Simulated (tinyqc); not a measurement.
# Global model of a low-pressure process discharge: electron temperature, density, ion flux and ion energy, step by step

A worked calculation. Computed by tinyqc, a small Python program that keeps every step. Command: `OMP_NUM_THREADS=1 python tinyqc.py 3110420 3110421 out.jsonl plasma walk`. One thread of a shared host (Intel(R) Xeon(R) Processor @ 2.30GHz), about 0.01 s of CPU time with the checks. Intermediate numbers are printed to about 7 digits and carried at full precision; extremes and crossings named in words are read from the listed rows.

Maxwellian electrons with temperature T_e in eV, one positive ion, no negative ions, uniform bulk density n; rate constants have the Arrhenius form.

Inputs (values chosen for the exercise, of the order of those of an inductive discharge in a simple atomic gas):

| quantity | value | unit |
|---|---|---|
| ion mass M | 32 | u |
| ionisation prefactor K0 | 6.6e-14 | m^3/s |
| ionisation energy E_iz | 15.3 | eV |
| excitation prefactor X0 | 2.4e-14 | m^3/s |
| excitation energy E_ex | 9.53 | eV |
| elastic rate constant K_el | 1.9e-13 | m^3/s |
| ion-neutral cross section | 9.8e-19 | m^2 |
| pressure p | 0.28 | Pa |
| gas temperature T_g | 600 | K |
| radius R | 15 | cm |
| height L | 7.1 | cm |
| absorbed power P | 1500 | W |
| bias power P_b | 11 | W |
| radius of the biased electrode | 15 | cm |
| bias frequency | 60 | MHz |
| mixing | 0.3 | - |

Constants: k_B = 1.380649e-23 J/K; e = 1.602176634e-19 C; u = 1.6605390666e-27 kg; m_0 = 9.1093837015e-31 kg; eps_0 = 8.8541878128e-12 F/m.

## Geometry factors

n_g = p/(k_B T_g); lambda_i = 1/(n_g sigma); h_L = 0.86/sqrt(3 + L/(2 lambda_i)), h_R = 0.8/sqrt(4 + R/lambda_i); A_eff = 2 pi R^2 h_L + 2 pi R L h_R; d_eff = pi R^2 L/A_eff.

gas density n_g = 3.380053e+19 1/m^3

ion mean free path = 3.018912 cm

h_L = 0.4208452

h_R = 0.2671319

A_eff = 773.7096 cm^2

d_eff = 6.486535 cm

## A fixed-point cycle for T_e

Particle balance: K0 exp(-E_iz/T_e) n_g d_eff = u_B, u_B = sqrt(e T_e/M). Cycle: T_out = T sqrt(loss/creation) with loss/creation = u_B/(K0 exp(-E_iz/T) n_g d_eff); T -> T + mixing (T_out - T), kept between 0.3 and 60 eV, from 3 eV; stop at |T_out - T| < 1e-9 eV or after 60 steps.

Course:

| step | T (eV) | T_out (eV) | residual (eV) |
|---|---|---|---|
| 0 | 3.000000 | 5.539113 | 2.539113e+00 |
| 1 | 3.761734 | 4.385509 | 6.237751e-01 |
| 2 | 3.948866 | 4.231767 | 2.829002e-01 |
| 3 | 4.033737 | 4.172186 | 1.384493e-01 |
| 4 | 4.075271 | 4.145056 | 6.978482e-02 |
| 5 | 4.096207 | 4.131858 | 3.565155e-02 |
| 6 | 4.106902 | 4.125236 | 1.833348e-02 |
| ... | ... | ... | ... |
| 26 | 4.118279 | 4.118279 | 3.484788e-08 |
| 27 | 4.118279 | 4.118279 | 1.804174e-08 |
| 28 | 4.118279 | 4.118279 | 9.340718e-09 |
| 29 | 4.118279 | 4.118279 | 4.835955e-09 |
| 30 | 4.118279 | 4.118279 | 2.503712e-09 |
| 31 | 4.118279 | 4.118279 | 1.296241e-09 |
| 32 | 4.118279 | 4.118279 | 6.711014e-10 |

last residual = 6.711014e-10 eV

Converged in 33 steps.

## Electron temperature

Root found by bracketing.

T_e = 4.118279 eV

Bohm velocity u_B = 3523.819 m/s

K_iz = 1.607227e-15 m^3/s

## Energy per pair and density

E_c = E_iz + (X0 exp(-E_ex/T_e) E_ex + K_el (3 m_0/M) T_e)/K_iz; wall potential V_s = (T_e/2) ln(M/(2 pi m_0)); E_T = E_c + 2 T_e + T_e/2 + V_s; n = P/(e u_B A_eff E_T); ion current density J = e h_L n u_B; ionised share n/n_g.

collisional loss per pair E_c = 29.39320 eV

wall potential V_s = 18.81237 V

E_T = 58.50127 eV

plasma density n = 5.869809e+11 1/cm^3

ion current density J = 13.94666 mA/cm^2

ionised share = 0.01736603

Collisions take 50 % of the power and the walls the rest. T_e came from the particle balance alone; the power sets only n.

## Biased electrode

All bias power goes to ions: V_b = P_b/(J pi r^2). Debye length at the sheath edge lambda_D = sqrt(eps_0 T_e/(e h_L n)); Child-law sheath s = (sqrt2/3) lambda_D (2 V/T_e)^(3/4), V = V_b + V_s; ion transit time tau_i = 3 s sqrt(M/(2 e V)); collisions in the sheath s/lambda_i.

bias voltage V_b = 1.115809 V

lambda_D = 30.35316 micrometre

sheath width s = 0.07851164 mm

ion transit time = 21.48576 ns

transit time over bias period = 1.289146

s/lambda_i = 0.002600660

The sheath is nearly free of collisions.

## Pressure series at fixed power

n_g = p/(k_B T_g), lambda_i = 1/(n_g sigma), K_iz = K0 exp(-E_iz/T_e), h_L = 0.86/sqrt(3 + L/(2 lambda_i)), h_R = 0.8/sqrt(4 + R/lambda_i), A_eff = 2 pi R^2 h_L + 2 pi R L h_R and d_eff = pi R^2 L/A_eff follow p. E_c = E_iz + (X0 exp(-E_ex/T_e) E_ex + K_el (3 m_0/M) T_e)/K_iz; E_T = E_c + (5/2) T_e + (T_e/2) ln(M/(2 pi m_0)); n = P/(e u_B A_eff E_T); J = e h_L n u_B. Pressures without a root below 2 E_iz are left out.

Against pressure:

| p (Pa) | T_e (eV) | E_c (eV) | E_T (eV) | n (1/cm^3) | J (mA/cm^2) |
|---|---|---|---|---|---|
| 0.1 | 6.590684 | 23.6271 | 70.2102 | 3.398422e+11 | 11.28745 |
| 0.2 | 4.691557 | 27.1727 | 60.3327 | 5.060687e+11 | 13.38351 |
| 0.5 | 3.392524 | 34.3305 | 58.3090 | 7.301417e+11 | 14.24801 |
| 1.0 | 2.785433 | 42.9043 | 62.5918 | 9.088315e+11 | 13.52498 |
| 2.0 | 2.348588 | 55.9674 | 72.5672 | 1.088791e+12 | 11.82417 |
| 5.0 | 1.934178 | 84.5250 | 98.1958 | 1.299674e+12 | 8.82784 |
| 10.0 | 1.702766 | 119.9757 | 132.0109 | 1.416353e+12 | 6.59206 |
| 20.0 | 1.519814 | 174.9713 | 185.7134 | 1.484774e+12 | 4.69542 |

T_e falls from 6.59 to 1.52 eV, n changes by a factor 4.4 and J by 0.42; in J = P h_L/(A_eff E_T), E_T changes by a factor 2.65 and is least at 0.5 Pa, between wall losses at high T_e and excitation losses at low T_e.

Checks made by the program: cycle against bracketing (relative difference below 1e-10).
